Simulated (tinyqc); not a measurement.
Worked calculation: defect, radiative and Auger recombination at equal electron and hole densities (ABC model). Values are carried at full precision from step to step, so a last printed digit may differ when a step is redone from the rounded ones.

J/(e d) = Ae n + B n^2 + C n^3 with Ae = A + 4 S/w (four side walls, carriers spread evenly), e = 1.602176634e-19 C, lengths in cm; internal efficiency IQE = B n^2/(Ae n + B n^2 + C n^3); all injected carriers recombine in the layer.

Parameters, chosen for this exercise (orders of magnitude like those quoted for InP; the results hold for these values, not for the real material): A = 14000000 1/s (defect rate); B = 8.6e-11 cm^3/s (radiative coefficient); C = 1.9e-30 cm^6/s (Auger coefficient); S = 0 cm/s (recombination velocity of the side walls); w = 40 micrometre (side of the square mesa); d = 200 nm (active thickness); J = 140 A/cm^2 (current density); ex = 0.08 (extraction efficiency); Eph = 1.34 eV (photon energy).

## The efficiency peak

IQE peaks at n_p = sqrt(Ae/C); with Q = B/sqrt(Ae C), IQE_max = Q/(Q + 2).

Ae = 1.400e+07 1/s
n_p = 2.714e+18 1/cm^3
Q = 16.67
IQE_max = 0.893
J at the peak = 2.27e+03 A/cm^2

The side walls are taken as passivated.

## Carrier density at the given current

G = J/(e d). Newton steps from the smallest of G/Ae, sqrt(G/B) and (G/C)^(1/3); stop when the relative step is below 1e-9.

G = 4.369e+25 1/(cm^3 s)

Newton steps:

| step | n (1/cm^3) | rate/G | relative step |
|---|---|---|---|
| 1 | 7.1276e+17 | 1.24414 | -0.11 |
| 2 | 6.3629e+17 | 1.01203 | -0.0066 |
| 3 | 6.3211e+17 | 1.00004 | -2.0e-05 |
| 4 | 6.3210e+17 | 1.00000 | -1.8e-10 |

n = 6.321e+17 1/cm^3

The start is an upper bound and the function is convex, so the steps fall monotonically; 4 are needed.

## Shares, lifetimes and light

Shares of the three paths; lifetime n/G = 1/(Ae + B n + C n^2); differential lifetime 1/(Ae + 2 B n + 3 C n^2) and bandwidth 1/(2 pi tau_d); optical power density ex IQE J Eph/e.

shares: defect 0.2025, radiative 0.7865, Auger 0.0110

lifetime = 14.5 ns
differential lifetime = 8.00 ns
bandwidth = 19.9 MHz
optical power density = 11.8 W/cm^2

The radiative path is the largest; the device runs below its efficiency peak, where the defect and Auger shares are equal.

## Checks

- Density from Newton steps against bisection (1/cm^3): both 6.3210e+17.

Program tinyqc; command `OMP_NUM_THREADS=1 python tinyqc.py 1681425 1681426 out.jsonl`; about 0.01 s on one thread of a shared Intel(R) Xeon(R) Processor @ 2.30GHz.
